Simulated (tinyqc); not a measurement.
The first four gaps: longitudinal sound in a periodic multilayer: transfer matrices, stop bands and folded phonons. Computed by tinyqc, a small Python program. Command: `OMP_NUM_THREADS=1 python tinyqc.py 3031627 3031628 out.jsonl multilayer walk`. One thread of a shared host (Intel(R) Xeon(R) Processor @ 2.30GHz), about 0.01 s of CPU time with the checks.

Layers 1 and 2 repeat with period d = d_1 + d_2; waves travel normal to the layers, without loss. State vector (u, s): displacement u and stress divided by omega. Impedances Z = rho v are in 1e6 kg/(m^2 s).

Inputs (values chosen for the exercise, modelled on gallium nitride (layer 1), aluminium nitride (layer 2) and gallium arsenide (substrate)): density rho_1 = 6.12 g/cm^3; velocity v_1 = 8010 m/s; thickness d_1 = 595 nm; density rho_2 = 3.31 g/cm^3; velocity v_2 = 10800 m/s; thickness d_2 = 816 nm; substrate density = 5.38 g/cm^3; substrate velocity = 4750 m/s.

Method:
- Z = rho v; interface reflection r = (Z_2 - Z_1)/(Z_2 + Z_1) (stress amplitude, from 1 into 2); Bragg frequency f_B = 1/[2 (d_1/v_1 + d_2/v_2)]; long-wave velocity v_eff = d/sqrt[(d_1/v_1)^2 + (d_2/v_2)^2 + (Z_1/Z_2 + Z_2/Z_1)(d_1/v_1)(d_2/v_2)].
- A layer maps (u, s) by [[cos p, sin p/Z], [-Z sin p, cos p]], p = 2 pi f d_i/v_i; one period is M = M_2 M_1, and cos(q d) = trace(M)/2.
- Gap m contains m f_B; its edges, where trace(M)/2 = (-1)^m, are found by root search. Weak-contrast estimate of the width: (4 f_B/pi) |r sin(m pi a)|, a = (d_1/v_1)/(d_1/v_1 + d_2/v_2).

Bragg frequency f_B = 3.33694 GHz

Z_1 = 49.0212

Z_2 = 35.748

interface reflection r = -0.156580

Stop bands (GHz):
```
m  lower edge  upper edge    width  weak-contrast estimate
1       3.003       3.671  0.66796                 0.66521
2       6.665       6.683  0.01776                 0.01776
3       9.677      10.345  0.66748                 0.66473
4      13.330      13.366  0.03551                 0.03551
```

What does the comparison show, and why?

With a = 0.496, gap 1 is the widest and gap 2 the narrowest: the layers are near a quarter wave each at f_B, so the even gaps almost close. The weak-contrast estimate misses the first width by -0.4 % at |r| = 0.16. Odd gaps open at the edge of the folded zone (q = pi/d), even ones at its centre.
